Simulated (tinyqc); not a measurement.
## Effect of the position of a charge sheet

One sheet of 2.3e11 cm^-2 lies at the depth x from the gate; it shifts Vfb by -(q/eps0) Q s, with s = x/e2 in layer 2 and t2/e2 + (x - t2)/e1 in layer 1, and it induces the share s/(t1/e1 + t2/e2) of its image in the semiconductor.

Inputs (values chosen for the exercise):

| symbol | value | unit | meaning |
|---|---|---|---|
| t1 | 1.6 | nm | thickness of layer 1, next to the semiconductor |
| e1 | 3.78 |  | relative permittivity of layer 1 |
| t2 | 2.9 | nm | thickness of layer 2, next to the gate |
| e2 | 9.22 |  | relative permittivity of layer 2 |

Constants: q = 1.602176634e-19 C, eps0 = 8.8541878128e-14 F/cm where lengths are in cm. Results are converted to the units shown.

Effect of the position of a charge sheet:
```
x (nm),shift (mV),image in the semiconductor (%)
0,0,0
0.56,-2.528,8.232
1.12,-5.056,16.46
1.69,-7.629,24.84
2.25,-10.16,33.08
2.81,-12.68,41.31
3.38,-18.38,59.84
3.94,-24.54,79.92
4.5,-30.71,100.0
```

The shift grows from 0 at the gate to -30.7 mV at the semiconductor, by -4.51 mV/nm in layer 2 and -11.0 mV/nm in layer 1, the ratio of the permittivities. A sheet between the layers has 42.6 % of its full effect.

tinyqc, about 0.01 s, one thread, Intel Xeon 2.30GHz (shared host): `OMP_NUM_THREADS=1 python tinyqc.py 2010161 2010162 out.jsonl`
